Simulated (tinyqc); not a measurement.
Inside a calculation. Model: FinFET, parasitic resistance, capacitance and delay.

Program tinyqc, `OMP_NUM_THREADS=1 python tinyqc.py 2170146 2170147 out.jsonl`; Intel Xeon 2.30GHz, shared host, one thread, about 0.04 s. Printed values are rounded.

Nf fins under one contact; each has gated perimeter p = 2 Hf + Wf and cross-section A = Hf Wf; contact width Wc = Nf pf, stack height Hs = Hf. Contact length Lc = CPP - Lg - 2 Lsp, shared by two neighbouring gates. Source and drain sides are equal. The formulas are first-order estimates, not field solutions.

Inputs (values chosen for the exercise); values close to those of silicon logic devices:
```
symbol    value        unit                                  meaning
T           300           K                              temperature
Nf            2                                       number of fins
Hf           42          nm                               fin height
Wf            6          nm                                fin width
pf           24          nm                                fin pitch
CPP          60          nm                     contacted gate pitch
Lg           20          nm                              gate length
Lsp           4          nm                            spacer length
ks          4.5                  relative permittivity of the spacer
Hc           25          nm      gate height above the channel stack
rc       3.8e-9    ohm cm^2                      contact resistivity
re      0.00057      ohm cm  resistivity of the source-drain epitaxy
te           15          nm    current-carrying depth of the epitaxy
rx       0.0019      ohm cm             resistivity of the extension
Lov           1          nm                             gate overlap
Cinv        2.5     uF/cm^2                    inversion capacitance
vx        1.1e7        cm/s                       injection velocity
mu          240  cm^2/(V s)                        apparent mobility
VT         0.24           V          threshold at zero drain voltage
dl        0.057         V/V                         barrier lowering
n          1.18                                  subthreshold factor
Cw         0.23          fF                                wire load
Vdd         0.7           V                           supply voltage
```

Constants: q = 1.602176634e-19 C, kB = 1.380649e-23 J/K, eps0 = 8.8541878128e-12 F/m, Vt = kB T/q. Results are converted to the units shown.

## Geometry and resistances

Epitaxy sheet resistance Rsh = re/te, transfer length LT = sqrt(rc/Rsh), contact Rc = [sqrt(rc Rsh)/Wc] coth(Lc/(2 LT)); extension of one fin Rx = rx Lsp/A. Effective width N p; for equal currents one side has Rc + Rx/N.

Lc = 32 nm
effective width = 180 nm
Rsh = 380 ohm
LT = 31.6228 nm
Rc = 536.310 ohm
Rx = 301.587 ohm
one side times effective width = 123.679 ohm um

Lc/2 is 0.51 transfer lengths, and Rc is 8.4 % above the area limit rc/(Wc Lc/2). The contact makes up 78.1 % of one side.

## Capacitances

With N fins: gate Cg = Cinv p N Lg; per side, plate Cp = ks eps0 [Wc (Hs + Hc) - N A]/Lsp, top fringe Cf = (2/pi) ks eps0 Wc ln(1 + Lg/(2 Lsp)), overlap Co = Cinv p N Lov. Cs = Cp + Cf + Co. An inverter of two such devices driving an equal one has the load CL = 2 (Cg + 2 Cs) + 4 Cs + Cw (its own drains counted twice for the Miller effect).

Cg = 90 aF
Cp = 27.0141 aF
Cf = 1.52529 aF
Co = 4.5 aF
CL = 674.315 aF

The channel capacitance gives 26.7 % of CL, the parasitic parts 39.2 % and the wire 34.1 %.

## Iteration 1: fin currents at Vgs = Vdd, Vds = Vdd/2

I at the start (uA): fin 1 0, fin 2 0

One fin: I = p Q vx u/(1 + |u|^1.8)^(1/1.8), Q = Cinv n Vt ln(1 + exp((Vg' - VT + dl Vd')/(n Vt))), u = Vd' mu/(vx Lg), Vg' = Vgs - v, Vd' = Vds - 2 v, with the drop on each side v = Rc (sum of I) + Rx I. I(new) = I + 0.5 (I(out) - I).

drop v (mV): fin 1 0, fin 2 0
I(out) (uA): fin 1 113.253, fin 2 113.253
I after iteration 1 (uA): fin 1 56.6267, fin 2 56.6267

## Iteration 2: fin currents at Vgs = Vdd, Vds = Vdd/2

As before.

drop v (mV): fin 1 77.8169, fin 2 77.8169
I(out) (uA): fin 1 85.6610, fin 2 85.6610
I after iteration 2 (uA): fin 1 71.1438, fin 2 71.1438

## Course of the iteration: fin currents at Vgs = Vdd, Vds = Vdd/2

Stop when the largest change of I is below 1e-6 uA, or after 80 iterations.

Course of the iteration:
```
iteration  total I (uA)  largest |change| of one entry (uA)
1               113.253                                56.6
2               142.288                                14.5
3               147.595                                2.65
4               148.358                               0.382
5               148.462                              0.0516
6               148.476                             6.91e-3
7               148.477                             9.25e-4
8               148.478                             1.24e-4
9               148.478                             1.65e-5
10              148.478                             2.21e-6
11              148.478                             2.96e-7
```

Converged in 11 iterations. At the end each change is about 0.13 times the one before: linear convergence.

## Effective current, delay and energy

IH = I(Vdd, Vdd/2) = 148.478 uA
IL = I(Vdd/2, Vdd), solved likewise = 53.4427 uA

Ieff = (IH + IL)/2, delay CL Vdd/(2 Ieff), energy CL Vdd^2, with CL the load of an inverter that drives an equal one.

Ieff = 100.960 uA
delay = 2.33766 ps
energy = 330.415 aJ

Without any series resistance Ieff would be 150 uA, so the resistances cost 32.6 %.
